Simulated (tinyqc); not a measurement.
# Quasi-harmonic thermal expansion with mode Grueneisen parameters, step by step

A worked calculation. Computed by tinyqc, a small Python program that keeps every step. Command: `OMP_NUM_THREADS=1 python tinyqc.py 3030619 3030620 out.jsonl qha walk`. One thread of a shared host (Intel(R) Xeon(R) Processor @ 2.30GHz), about 0.04 s of CPU time with the checks. Intermediate numbers are printed to about 7 digits and carried at full precision; extremes and crossings named in words are read from the listed rows.

A crystal with two atoms a cell; per atom there are 1 transverse acoustic (TA), 1/2 longitudinal acoustic (LA) and 3/2 optical (O) modes. Every frequency of group i scales as nu_i (V/V0)^(-gamma_i). The acoustic groups have Debye spectra, density 3 nu^2/nu_i^3 up to nu_i (40 Gauss-Legendre points); the optical group has one frequency. Static energy: E = (9 V0 B0/16) [y^3 B' + y^2 (2 - 4 y)], y = (V0/V)^(2/3) - 1, with pressure P_s = (3 B0/2) (z^7 - z^5) [1 + (3/4)(B' - 4)(z^2 - 1)], z = (V0/V)^(1/3).

Inputs (values chosen for the exercise, modelled on magnesium oxide):
```
quantity                       value             unit
static volume V0                9.34  angstrom^3/atom
static bulk modulus B0           160              GPa
static B'                       4.09                -
frequency nu_TA                 8.25              THz
frequency nu_LA                 12.7              THz
frequency nu_O                  15.7              THz
Grueneisen parameter gamma_TA    1.4                -
Grueneisen parameter gamma_LA    1.6                -
Grueneisen parameter gamma_O     1.8                -
temperature T                    300                K
step factor f                    0.6                -
```

Acoustic groups: Debye.

Constants: h x 1 THz = 4.135667696 meV; k_B = 8.617333262e-05 eV/K; 1 eV/angstrom^3 = 160.2176634 GPa.

## Mode groups at the static volume

For a mode with x = h nu/(k_B T), n = 1/(exp(x) - 1): U = h nu (n + 1/2), C/k_B = x^2 n (n + 1); U_i and C_i sum these over group i with its weight per atom. Phonon pressure P_ph = sum_i gamma_i U_i/V.

Groups:
```
group  h nu_i/(k_B T)  U_i (meV)  C_i (k_B)  gamma_i C_i (k_B)
TA           1.319792   28.05828  0.9180480           1.285267
LA           2.031680   15.47190  0.4102872          0.6564595
O            2.511604   57.29773  0.9093211           1.636778
```

phonon pressure at V0 = 2.867665 GPa

## Grueneisen's estimate

gamma_th = sum gamma_i C_i / sum C_i; volume expansion coefficient alpha_V = gamma_th C k_B/(B0 V0); linear coefficient alpha_V/3; first-order volume change P_ph/B0.

heat capacity C at V0 = 2.237656 k_B/atom

gamma_th at V0 = 1.599220

linear expansion, Grueneisen estimate = 11.02038 ppm/K

first-order volume change = 1.792291 %

The O group gives the largest part of the expansion.

## Equilibrium volume by iteration

Start at V0 and step V(new) = V [1 + f (P_s + P_ph)/B0]; stop when |P_s + P_ph| < 1e-8 GPa, after 60 steps, or when V leaves 0.7 to 1.3 V0.

Iterations:
```
step  V (angstrom^3)  P_s + P_ph (GPa)
0           9.340000      2.867665e+00
1           9.440440      1.139463e+00
2           9.480779      4.713063e-01
3           9.497535      1.980014e-01
4           9.504587      8.371502e-02
5           9.507571      3.548931e-02
6           9.508836      1.506194e-02
7           9.509373      6.395458e-03
8           9.509601      2.716128e-03
...              ...               ...
15          9.509769      6.774962e-06
16          9.509770      2.877732e-06
17          9.509770      1.222345e-06
18          9.509770      5.192031e-07
19          9.509770      2.205367e-07
20          9.509770      9.367516e-08
21          9.509770      3.978942e-08
22          9.509770      1.690091e-08
23          9.509770      7.178849e-09
```

converged (1 yes, 0 no) = 1

volume V(T) = 9.509770 angstrom^3/atom

Converged at step 23; the volume lies +1.818 % from V0.

## Properties at the equilibrium volume

B_T = -V d(P_s + P_ph)/dV at fixed T (central difference, step 1e-4 V); alpha_V = sum gamma_i C_i k_B/(B_T V), all at V(T); the linear coefficient is alpha_L = alpha_V/3. C_P - C_V = alpha_V^2 B_T V T; the optical frequency is nu_O (V/V0)^(-gamma_O).

volume change from V0 = 1.817663 %

isothermal bulk modulus B_T = 153.3974 GPa

linear expansion coefficient = 11.48611 ppm/K

C_V = 2.273608 k_B/atom

C_P - C_V = 0.03763697 k_B/atom

optical frequency at V(T) = 15.19911 THz

B_T lies -4.13 % from the static B0, and the Grueneisen estimate at V0 differs from this expansion coefficient by -4.1 %.

## Zero-point expansion

At T = 0, U_i is the zero-point energy (h nu/2 a mode); solve P_s + P_ph = 0.

volume at T = 0 = 9.461224 angstrom^3/atom

zero-point volume change = 1.297906 %

## Expansion against temperature

V(T) solves P_s + P_ph = 0. The Grueneisen estimate uses C_i, V0 and B0 at the static volume; gamma_th = sum gamma_i C_i / sum C_i is taken at V(T).

Quasi-harmonic results:
```
T (K)  V/V0 - 1 (%)  B_T (GPa)  alpha_L (ppm/K)  alpha_L, Grueneisen estimate  gamma_th
20         1.297987   157.1831          0.05319                       0.05009  1.424273
40         1.299186   157.1696          0.41366                       0.39068  1.424985
70         1.308150   157.0793          1.64920                       1.57645  1.436449
100        1.330185   156.8785          3.21206                       3.08164  1.467382
150        1.400069   156.2828          5.96856                       5.73212  1.526999
220        1.563296   155.0522          9.15867                       8.80590  1.576262
300        1.817663   153.3974         11.48611                      11.02038  1.601340
450        2.403419   150.1148         13.70266                      13.01780  1.619019
700        3.530007   144.5989         15.25446                      14.17258  1.627590
1000       5.010350   138.0426         16.22511                      14.62883  1.630656
```

alpha_L is positive throughout. gamma_th moves from 1.42, near gamma_TA = 1.4, to 1.63, near the average over all modes, 1.63, as the stiffer groups take up their share of C. B_T changes by -12.2 % over the table, and at the highest T the estimate at fixed V0 and B0 is off by -9.8 %. Rows with a volume change above 4 % are beyond the safe range of the quasi-harmonic model.

Checks made by the program: zero of the pressure against the minimum of F(V) = E + F_ph (relative difference 9e-09); alpha against the slope of V(T) (relative difference 4e-08).
